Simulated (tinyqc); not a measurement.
Threshold-voltage variability of a planar MOSFET, analytic estimates: two steps of the calculation.

Three independent sources add in quadrature: random dopants in the depleted layer, metal-gate grains of two orientations, and roughness of the two gate edges acting through the roll-off VT = VT(long) - Vr exp(-L/l). These are first-order estimates: no three-dimensional electrostatics, no percolation.

Parameters, values chosen for the exercise; material values close to those of silicon: temperature T = 300 K; band gap Eg = 1.13 eV; relative permittivity of the semiconductor eps_r = 11.6; conduction-band density of states at T Nc = 2.78e19 cm^-3; valence-band density of states at T Nv = 2.69e19 cm^-3; channel doping Na = 2.5e18 cm^-3; oxide-equivalent thickness in inversion ti = 1.9 nm; gate length L = 20 nm; gate width W = 91 nm; number of cells Nb = 268435456; wanted yield Y = 0.67.

Constants: q = 1.602176634e-19 C, kB = 1.380649e-23 J/K, Vt = kB T/q, eps0 = 8.8541878128e-14 F/cm where lengths are in cm. Results are converted to the units shown.

Question 1. Random dopants. ni = sqrt(Nc Nv) exp(-Eg/(2 Vt)), Eg in volts; Cox = 3.9 eps0/ti; Wd = sqrt(4 eps0 eps_r Vt ln(Na/ni)/(q Na)); dopants: s1 = (q/Cox) sqrt(Na Wd/(3 L W)). The slope A1 = s1 sqrt(L W); mean number of dopants Na L W Wd.

Give: Cox; Wd; mean number of dopants; A1; s1.

Answer 1.

Cox = 1.8174 uF/cm^2
Wd = 22.717 nm
mean number of dopants = 103.36
A1 = 1.2129 mV um
s1 = 28.432 mV

Counting alone, 1/sqrt(N) of the depletion voltage q Na Wd/Cox = 501 mV, would give sqrt(3) times more: dopants deep in the layer act less on the surface.

Question 2. Margin in standard deviations for the wanted yield. Cells fail independently with probability Q(k) = erfc(k/sqrt(2))/2 when the margin is k standard deviations, and Y = exp(-Nb Q(k)). phi = exp(-k^2/2)/sqrt(2 pi). Newton steps on ln Q(k) = ln(-ln(Y)/Nb): k(new) = k + [ln Q - ln(-ln(Y)/Nb)] Q/phi.

k after iteration 1 = 8.9694615

Wanted: Q(k); phi; k after iteration 2.

Answer 2.

Q(k) = 1.490e-19
phi = 1.353e-18
k after iteration 2 = 6.433

tinyqc, about 0.01 s, one thread, Intel Xeon 2.30GHz (shared host): `OMP_NUM_THREADS=1 python tinyqc.py 2090007 2090008 out.jsonl`
